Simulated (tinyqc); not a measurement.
UHF in the sto-6g basis, for H6, spin multiplicity 1, step by step (part 1 of 2). Computed by tinyqc, a small Python program that keeps every step (integrals from PySCF). Settings: charge = 0, multiplicity = 1, basis = sto-6g, energy threshold = 1e-09, iteration cap = 73, orthogonalisation = canonical, start = core, DIIS depth = 0, method = UHF, break = 0.2. Command: `OMP_NUM_THREADS=1 python tinyqc.py 28683 28684 out.jsonl` (the two numbers bound the seeds that draw the settings). One thread of a shared host (Intel(R) Xeon(R) Processor @ 2.60GHz), about 0.2 s of CPU time with the checks. Later iterations appear only in the table of the cycle.

## One-electron integrals

Geometry (angstrom):
```
atom         x         y         z
H     0.000000  0.000000  0.000000
H     0.000000  0.000000  1.148000
H     0.000000  0.000000  2.226000
H     0.000000  0.000000  3.374000
H     0.000000  0.000000  4.451000
H     0.000000  0.000000  5.600000
```

Basis sto-6g: exponents (1/bohr^2) and contraction coefficients of normalised primitives:
```
element  l (shell)   exponent  coefficient
H            s (1)  35.523221     0.009164
H            s (1)   6.513144     0.049361
H            s (1)   1.822143     0.168538
H            s (1)   0.625955     0.370563
H            s (1)   0.243077     0.416492
H            s (1)   0.100112     0.130334
```

Overlap, kinetic and nuclear-attraction integrals over the contracted functions; the nuclear repulsion is the sum of Za Zb / Rab.

nuclear repulsion = 4.12184585 hartree

overlap S, lower triangle:
```
          1H 1s     2H 1s     3H 1s     4H 1s     5H 1s     6H 1s
1H 1s  1.000000
2H 1s  0.414194  1.000000
3H 1s  0.082962  0.452099  1.000000
4H 1s  0.010915  0.082962  0.414194  1.000000
5H 1s  0.001290  0.012460  0.083099  0.452656  1.000000
6H 1s  0.000100  0.001287  0.010915  0.082962  0.413668  1.000000
```

kinetic energy T (hartree), lower triangle:
```
           1H 1s      2H 1s      3H 1s      4H 1s     5H 1s     6H 1s
1H 1s   0.768522
2H 1s   0.066665   0.768522
3H 1s  -0.011954   0.086032   0.768522
4H 1s  -0.003362  -0.011954   0.066665   0.768522
5H 1s  -0.000586  -0.003729  -0.011958   0.086333  0.768522
6H 1s  -0.000062  -0.000585  -0.003362  -0.011954  0.066411  0.768522
```

nuclear attraction V (hartree), lower triangle:
```
           1H 1s      2H 1s      3H 1s      4H 1s      5H 1s      6H 1s
1H 1s  -2.300587
2H 1s  -0.935934  -2.689255
3H 1s  -0.183683  -1.136440  -2.804809
4H 1s  -0.023439  -0.194937  -1.049822  -2.805103
5H 1s  -0.002687  -0.027731  -0.195288  -1.138133  -2.689426
6H 1s  -0.000201  -0.002681  -0.023439  -0.183678  -0.934534  -2.300198
```

core Hamiltonian H = T + V (hartree), lower triangle:
```
           1H 1s      2H 1s      3H 1s      4H 1s      5H 1s      6H 1s
1H 1s  -1.532065
2H 1s  -0.869269  -1.920733
3H 1s  -0.195637  -1.050408  -2.036287
4H 1s  -0.026801  -0.206891  -0.983158  -2.036581
5H 1s  -0.003273  -0.031460  -0.207246  -1.051800  -1.920904
6H 1s  -0.000263  -0.003266  -0.026801  -0.195632  -0.868122  -1.531675
```

## Two-electron integrals

Functions are numbered as in S; the eight-fold symmetry (ij|kl) = (ji|kl) = (kl|ij) leaves the list below.

Two-electron integrals (ij|kl) in chemists' order, unique and non-zero (hartree):
```
(11|11) 0.774999   (21|11) 0.246617   (21|21) 0.105838   (22|11) 0.432560
(22|21) 0.246617   (22|22) 0.774999   (31|11) 0.036345   (31|21) 0.017371
(31|22) 0.047103   (31|31) 0.003339   (32|11) 0.142121   (32|21) 0.081872
(32|22) 0.275012   (32|31) 0.018913   (32|32) 0.128299   (33|11) 0.237360
(33|21) 0.132997   (33|22) 0.453383   (33|31) 0.036345   (33|32) 0.275012
(33|33) 0.774999   (41|11) 0.003678   (41|21) 0.001807   (41|22) 0.005087
(41|31) 0.000378   (41|32) 0.002294   (41|33) 0.005087   (41|41) 0.000048
(42|11) 0.020280   (42|21) 0.011177   (42|22) 0.036345   (42|31) 0.002730
(42|32) 0.018913   (42|33) 0.047103   (42|41) 0.000378   (42|42) 0.003339
(43|11) 0.078920   (43|21) 0.041696   (43|22) 0.132997   (43|31) 0.011177
(43|32) 0.081872   (43|33) 0.246617   (43|41) 0.001807   (43|42) 0.017371
(43|43) 0.105838   (44|11) 0.156837   (44|21) 0.078920   (44|22) 0.237360
(44|31) 0.020280   (44|32) 0.142121   (44|33) 0.432560   (44|41) 0.003678
(44|42) 0.036345   (44|43) 0.246617   (44|44) 0.774999   (51|11) 0.000345
(51|21) 0.000175   (51|22) 0.000507   (51|31) 0.000038   (51|32) 0.000241
(51|33) 0.000565   (51|41) 0.000005   (51|42) 0.000043   (51|43) 0.000220
(51|44) 0.000499   (51|51) 5.92e-07   (52|11) 0.002528   (52|21) 0.001349
(52|22) 0.004262   (52|31) 0.000331   (52|32) 0.002268   (52|33) 0.005824
(52|41) 0.000048   (52|42) 0.000436   (52|43) 0.002409   (52|44) 0.005823
(52|51) 0.000006   (52|52) 0.000063   (53|11) 0.013477   (53|21) 0.006869
(53|22) 0.020992   (53|31) 0.001767   (53|32) 0.012439   (53|33) 0.036415
(53|41) 0.000293   (53|42) 0.002797   (53|43) 0.017404   (53|44) 0.047188
(53|51) 0.000038   (53|52) 0.000436   (53|53) 0.003351   (54|11) 0.061457
(54|21) 0.030056   (54|22) 0.087281   (54|31) 0.007387   (54|32) 0.049611
(54|33) 0.142332   (54|41) 0.001294   (54|42) 0.012434   (54|43) 0.081996
(54|44) 0.275435   (54|51) 0.000189   (54|52) 0.002271   (54|53) 0.018971
(54|54) 0.128647   (55|11) 0.118889   (55|21) 0.056784   (55|22) 0.160207
(55|31) 0.013457   (55|32) 0.087191   (55|33) 0.237465   (55|41) 0.002253
(55|42) 0.020963   (55|43) 0.133072   (55|44) 0.453689   (55|51) 0.000345
(55|52) 0.004262   (55|53) 0.036415   (55|54) 0.275435   (55|55) 0.774999
(61|11) 0.000021   (61|21) 0.000011   (61|22) 0.000032   (61|31) 2.50e-06
(61|32) 0.000016   (61|33) 0.000041   (61|41) 3.60e-07   (61|42) 3.15e-06
(61|43) 0.000017   (61|44) 0.000041   (61|51) 4.37e-08   (61|52) 4.56e-07
(61|53) 3.16e-06   (61|54) 0.000016   (61|55) 0.000032   (62|11) 0.000217
(62|21) 0.000112   (62|22) 0.000344   (62|31) 0.000028   (62|32) 0.000188
(62|33) 0.000498   (62|41) 4.21e-06   (62|42) 0.000038   (62|43) 0.000219
(62|44) 0.000563   (62|51) 5.36e-07   (62|52) 0.000006   (62|53) 0.000043
(62|54) 0.000241   (62|55) 0.000506   (62|61) 4.36e-08   (62|62) 5.89e-07
(63|11) 0.001533   (63|21) 0.000760   (63|22) 0.002252   (63|31) 0.000189
(63|32) 0.001292   (63|33) 0.003678   (63|41) 0.000031   (63|42) 0.000293
(63|43) 0.001807   (63|44) 0.005087   (63|51) 4.22e-06   (63|52) 0.000048
(63|53) 0.000378   (63|54) 0.002297   (63|55) 0.005087   (63|61) 3.60e-07
(63|62) 0.000005   (63|63) 0.000048   (64|11) 0.009908   (64|21) 0.004747
(64|22) 0.013452   (64|31) 0.001131   (64|32) 0.007376   (64|33) 0.020280
(64|41) 0.000189   (64|42) 0.001764   (64|43) 0.011177   (64|44) 0.036345
(64|51) 0.000028   (64|52) 0.000331   (64|53) 0.002734   (64|54) 0.018936
(64|55) 0.047103   (64|61) 2.50e-06   (64|62) 0.000038   (64|63) 0.000378
(64|64) 0.003339   (65|11) 0.043673   (65|21) 0.020506   (65|22) 0.056705
(65|31) 0.004742   (65|32) 0.029981   (65|33) 0.078835   (65|41) 0.000760
(65|42) 0.006849   (65|43) 0.041654   (65|44) 0.132869   (65|51) 0.000112
(65|52) 0.001347   (65|53) 0.011181   (65|54) 0.081869   (65|55) 0.246228
(65|61) 0.000011   (65|62) 0.000174   (65|63) 0.001805   (65|64) 0.017350
(65|65) 0.105543   (66|11) 0.094496   (66|21) 0.043724   (66|22) 0.118863
(66|31) 0.009908   (66|32) 0.061374   (66|33) 0.156837   (66|41) 0.001533
(66|42) 0.013452   (66|43) 0.078920   (66|44) 0.237360   (66|51) 0.000217
(66|52) 0.002527   (66|53) 0.020308   (66|54) 0.142253   (66|55) 0.432272
(66|61) 0.000021   (66|62) 0.000344   (66|63) 0.003678   (66|64) 0.036345
(66|65) 0.246228   (66|66) 0.774999
```

## Orthogonalisation

S = U s U^T; canonical form X = U s^(-1/2), so that X^T S X = 1. Each column of U has its largest component positive (the first on a tie).

eigenvalues of S: 0.322266  0.462594  0.735197  1.061444  1.515784  1.902716

X:
```
               1          2          3          4          5         6
1H 1s  -0.350034  -0.545377  -0.605812   0.532622   0.354767  0.179354
2H 1s   0.738326   0.794288   0.306727   0.168605   0.410088  0.306051
3H 1s  -0.939286  -0.392702   0.467769  -0.398237   0.190079  0.369921
4H 1s   0.940251  -0.393024  -0.466750  -0.397736  -0.190440  0.370072
5H 1s  -0.739320   0.793166  -0.307725   0.168875  -0.409737  0.306257
6H 1s   0.349938  -0.543691   0.606409   0.533567  -0.354134  0.179281
```

## Starting guess

The start is the orbitals of the core Hamiltonian, with HOMO and LUMO mixed by +/-0.2 rad for the two spins; D(s) = C_occ C_occ^T for each spin.

D(alpha) at the start, lower triangle:
```
           1H 1s      2H 1s      3H 1s      4H 1s     5H 1s     6H 1s
1H 1s   0.106883
2H 1s   0.239402   0.697549
3H 1s  -0.144903  -0.051458   0.701265
4H 1s  -0.100198  -0.256407   0.208023   0.475752
5H 1s   0.149333   0.171042  -0.388022   0.163236  0.569573
6H 1s   0.040916   0.063453  -0.094492  -0.006898  0.104388  0.022372
```

D(beta) at the start, lower triangle:
```
           1H 1s      2H 1s      3H 1s      4H 1s     5H 1s     6H 1s
1H 1s   0.022644
2H 1s   0.105096   0.570330
3H 1s  -0.007165   0.162324   0.476439
4H 1s  -0.094810  -0.387534   0.208571   0.700013
5H 1s   0.063956   0.171448  -0.257566  -0.050780  0.697508
6H 1s   0.041115   0.149263  -0.100542  -0.144346  0.238887  0.106468
```

## Iteration 1: building the Fock matrix

J_ij = sum D_kl (ij|kl) with D = D(alpha) + D(beta), K_ij = sum D_kl (ik|jl) for each spin; F = H + J - K(s); E = tr D H + tr D J / 2 - 0.5 sum_s tr D(s) K(s) + E_nn.

Coulomb J (hartree), lower triangle:
```
          1H 1s     2H 1s     3H 1s     4H 1s     5H 1s     6H 1s
1H 1s  1.528942
2H 1s  0.788347  2.378359
3H 1s  0.172674  1.113213  2.668370
4H 1s  0.023334  0.199874  1.068943  2.668012
5H 1s  0.002757  0.028722  0.200200  1.114447  2.377694
6H 1s  0.000210  0.002750  0.023327  0.172588  0.786787  1.527224
```

exchange K(alpha) (hartree), lower triangle:
```
           1H 1s     2H 1s      3H 1s     4H 1s     5H 1s     6H 1s
1H 1s   0.263416
2H 1s   0.306168  0.696809
3H 1s   0.069513  0.356262   0.695936
4H 1s  -0.009792  0.057433   0.343498  0.632217
5H 1s   0.014348  0.011103   0.049292  0.371619  0.625582
6H 1s   0.012224  0.006221  -0.009514  0.086241  0.224132  0.133793
```

exchange K(beta) (hartree), lower triangle:
```
           1H 1s     2H 1s      3H 1s     4H 1s     5H 1s     6H 1s
1H 1s   0.134639
2H 1s   0.224909  0.625942
3H 1s   0.086255  0.371083   0.632240
4H 1s  -0.009524  0.049212   0.343540  0.695693
5H 1s   0.006273  0.011128   0.057473  0.356810  0.696696
6H 1s   0.012265  0.014352  -0.009852  0.069574  0.305455  0.262502
```

F(alpha) (hartree), lower triangle:
```
           1H 1s      2H 1s      3H 1s      4H 1s      5H 1s      6H 1s
1H 1s  -0.266539
2H 1s  -0.387090  -0.239183
3H 1s  -0.092476  -0.293457  -0.063852
4H 1s   0.006324  -0.064451  -0.257712  -0.000786
5H 1s  -0.014864  -0.013841  -0.056337  -0.308972  -0.168793
6H 1s  -0.012277  -0.006737   0.006039  -0.109285  -0.305467  -0.138245
```

F(beta) (hartree), lower triangle:
```
           1H 1s      2H 1s      3H 1s      4H 1s      5H 1s      6H 1s
1H 1s  -0.137762
2H 1s  -0.305831  -0.168315
3H 1s  -0.109217  -0.308278  -0.000156
4H 1s   0.006057  -0.056230  -0.257754  -0.064263
5H 1s  -0.006790  -0.013866  -0.064519  -0.294163  -0.239906
6H 1s  -0.012318  -0.014868   0.006377  -0.092617  -0.386790  -0.266954
```

total energy of this density = -2.49924698 hartree

## Iteration 1: diagonalisation and new density

Diagonalise F' = X^T F X, C = X C', fill 3 alpha and 3 beta electrons from the bottom; D(s) = C_occ C_occ^T. Each column has its largest component positive (the first on a tie).

F' = X^T F X (alpha) (hartree), lower triangle:
```
           1          2         3          4          5          6
1   1.019023
2  -0.043497   0.496042
3  -0.106484   0.015045  0.155680
4  -0.043596   0.014097  0.055856  -0.177194
5  -0.024632  -0.003890  0.036369  -0.046740  -0.394395
6   0.004224  -0.036102  0.010689  -0.097143  -0.031341  -0.401434
```

orbital energies (alpha) (hartree): MO1 -0.472079, MO2 -0.369961, MO3 -0.144240, MO4 0.151238, MO5 0.494330, MO6 1.038435

coefficients C (alpha):
```
            MO1        MO2        MO3        MO4        MO5        MO6
1H 1s  0.543661  -0.174022  -0.471043  -0.528025  -0.581730  -0.252446
2H 1s  0.523933  -0.131108   0.062543   0.410481   0.849610   0.611907
3H 1s  0.186447   0.044582   0.583900   0.301549  -0.490652  -0.936742
4H 1s  0.069493   0.303557   0.365826  -0.393156  -0.340177   1.042456
5H 1s  0.097052   0.533588  -0.115444  -0.418607   0.711675  -0.755925
6H 1s  0.069915   0.439285  -0.431434   0.714819  -0.491965   0.301734
```

F' = X^T F X (beta) (hartree), lower triangle:
```
           1          2          3          4          5          6
1   1.018980
2   0.043946   0.495951
3  -0.106690  -0.014424   0.155941
4   0.043607   0.013933  -0.056330  -0.177371
5  -0.024702   0.004042   0.036242   0.046935  -0.394298
6  -0.004243  -0.036216  -0.010277  -0.097261   0.031688  -0.401462
```

orbital energies (beta) (hartree): MO1 -0.472491, MO2 -0.369576, MO3 -0.144451, MO4 0.151600, MO5 0.494144, MO6 1.038515

coefficients C (beta):
```
            MO1        MO2        MO3        MO4        MO5        MO6
1H 1s  0.069436   0.439764  -0.429564   0.713914  -0.494875   0.302273
2H 1s  0.096276   0.533745  -0.116032  -0.416286   0.713225  -0.755492
3H 1s  0.068891   0.303154   0.365380  -0.395536  -0.338518   1.041946
4H 1s  0.186826   0.044759   0.584043   0.298185  -0.492302  -0.937295
5H 1s  0.524297  -0.130348   0.063349   0.413097   0.848081   0.612222
6H 1s  0.543583  -0.173355  -0.472773  -0.529103  -0.579267  -0.251961
```

D(alpha) after iteration 1, lower triangle:
```
           1H 1s      2H 1s      3H 1s      4H 1s     5H 1s     6H 1s
1H 1s   0.547732
2H 1s   0.278197   0.295606
3H 1s  -0.181436   0.128359   0.377689
4H 1s  -0.187364   0.019491   0.240096   0.230805
5H 1s   0.014287  -0.026329  -0.025524   0.126487  0.307462
6H 1s   0.164789  -0.047946  -0.219294  -0.019623  0.290989  0.383995
```

D(beta) after iteration 1, lower triangle:
```
           1H 1s      2H 1s      3H 1s      4H 1s     5H 1s     6H 1s
1H 1s   0.382739
2H 1s   0.291250   0.307616
3H 1s  -0.018855   0.126044   0.230151
4H 1s  -0.218229  -0.025891   0.239837   0.378014
5H 1s  -0.048130  -0.026446   0.019750   0.129117  0.295891
6H 1s   0.164595   0.014663  -0.187847  -0.182324  0.277645  0.549049
```

## Iteration 2: building the Fock matrix

As before.

Coulomb J (hartree), lower triangle:
```
          1H 1s     2H 1s     3H 1s     4H 1s     5H 1s     6H 1s
1H 1s  1.868228
2H 1s  0.811746  2.123749
3H 1s  0.160990  0.944148  2.177364
4H 1s  0.020790  0.167450  0.875031  2.178302
5H 1s  0.002405  0.024270  0.167774  0.945839  2.124782
6H 1s  0.000182  0.002401  0.020797  0.161064  0.811068  1.869328
```

exchange K(alpha) (hartree), lower triangle:
```
           1H 1s      2H 1s      3H 1s     4H 1s     5H 1s     6H 1s
1H 1s   0.584415
2H 1s   0.350005   0.520463
3H 1s   0.068546   0.306731   0.543715
4H 1s  -0.013359   0.093620   0.312198  0.452632
5H 1s  -0.002830   0.012935   0.082093  0.287064  0.521711
6H 1s   0.010004  -0.009515  -0.013653  0.094016  0.340269  0.475539
```

exchange K(beta) (hartree), lower triangle:
```
           1H 1s      2H 1s      3H 1s     4H 1s     5H 1s     6H 1s
1H 1s   0.475077
2H 1s   0.340646   0.521737
3H 1s   0.094161   0.286394   0.451662
4H 1s  -0.013507   0.081820   0.312024  0.544362
5H 1s  -0.009506   0.012913   0.093849  0.307565  0.520753
6H 1s   0.010000  -0.002817  -0.013442  0.068428  0.349552  0.584846
```

F(alpha) (hartree), lower triangle:
```
           1H 1s      2H 1s      3H 1s      4H 1s      5H 1s      6H 1s
1H 1s  -0.248252
2H 1s  -0.407528  -0.317446
3H 1s  -0.103192  -0.412990  -0.402638
4H 1s   0.007348  -0.133062  -0.420325  -0.310911
5H 1s   0.001962  -0.020125  -0.121565  -0.393026  -0.317832
6H 1s  -0.010086   0.008650   0.007649  -0.128585  -0.397324  -0.137886
```

F(beta) (hartree), lower triangle:
```
           1H 1s      2H 1s      3H 1s      4H 1s      5H 1s      6H 1s
1H 1s  -0.138914
2H 1s  -0.398170  -0.318721
3H 1s  -0.128807  -0.392654  -0.310585
4H 1s   0.007496  -0.121262  -0.420150  -0.402641
5H 1s   0.008638  -0.020102  -0.133320  -0.413526  -0.316875
6H 1s  -0.010082   0.001951   0.007438  -0.102996  -0.406607  -0.247193
```

total energy of this density = -3.03003513 hartree

## Iteration 2: diagonalisation and new density

As before.

F' = X^T F X (alpha) (hartree), lower triangle:
```
           1          2          3          4          5          6
1   0.767732
2  -0.016376   0.469301
3   0.052970  -0.010837   0.122281
4  -0.012436  -0.074791   0.069717  -0.289285
5  -0.020569   0.021947  -0.021445  -0.011496  -0.497629
6   0.026431  -0.004169  -0.009387   0.037201  -0.016630  -0.645403
```

orbital energies (alpha) (hartree): MO1 -0.651767, MO2 -0.497993, MO3 -0.303328, MO4 0.129142, MO5 0.477003, MO6 0.773940

coefficients C (alpha):
```
            MO1        MO2        MO3        MO4        MO5        MO6
1H 1s  0.151266  -0.354962   0.564073  -0.532506  -0.583798  -0.370461
2H 1s  0.315853  -0.394112   0.220827   0.305635   0.810534   0.711434
3H 1s  0.458447  -0.132500  -0.481994   0.437217  -0.423882  -0.869461
4H 1s  0.360973   0.235555  -0.285219  -0.614514  -0.278037   0.930452
5H 1s  0.245794   0.460929   0.327083  -0.157532   0.725722  -0.793256
6H 1s  0.097372   0.307060   0.413302   0.626550  -0.607261   0.438312
```

F' = X^T F X (beta) (hartree), lower triangle:
```
           1          2          3          4          5          6
1   0.767705
2   0.015866   0.469316
3   0.052884   0.010411   0.122191
4   0.012488  -0.074774  -0.069254  -0.289191
5  -0.020611  -0.022223  -0.021601   0.010806  -0.497654
6  -0.026528  -0.004332   0.009635   0.037079   0.016131  -0.645381
```

orbital energies (beta) (hartree): MO1 -0.651649, MO2 -0.498053, MO3 -0.303188, MO4 0.128985, MO5 0.477049, MO6 0.773842

coefficients C (beta):
```
            MO1        MO2        MO3        MO4        MO5        MO6
1H 1s  0.098460   0.308923   0.411683   0.626106  -0.608965   0.437292
2H 1s  0.246890   0.462166   0.324747  -0.157951   0.727968  -0.790866
3H 1s  0.361191   0.233074  -0.287161  -0.614859  -0.280177   0.929005
4H 1s  0.458299  -0.136030  -0.480536   0.437037  -0.422134  -0.871296
5H 1s  0.315155  -0.393618   0.222776   0.305300   0.808531   0.713988
6H 1s  0.149973  -0.352548   0.566104  -0.532797  -0.582137  -0.371513
```

D(alpha) after iteration 2, lower triangle:
```
           1H 1s      2H 1s      3H 1s      4H 1s     5H 1s     6H 1s
1H 1s   0.467057
2H 1s   0.312235   0.303852
3H 1s  -0.155500   0.090584   0.460048
4H 1s  -0.189894  -0.041804   0.271750   0.267137
5H 1s   0.058067  -0.031794  -0.106042   0.104009  0.379854
6H 1s   0.138867   0.001008  -0.195254  -0.010403  0.300651  0.274586
```

D(beta) after iteration 2, lower triangle:
```
           1H 1s      2H 1s      3H 1s      4H 1s     5H 1s     6H 1s
1H 1s   0.274611
2H 1s   0.300776   0.380013
3H 1s  -0.010654   0.103639   0.267243
4H 1s  -0.194727  -0.105772   0.271819   0.459456
5H 1s   0.001145  -0.031762  -0.041883   0.090927  0.303887
6H 1s   0.138911   0.057932  -0.190563  -0.155344  0.312148  0.467256
```
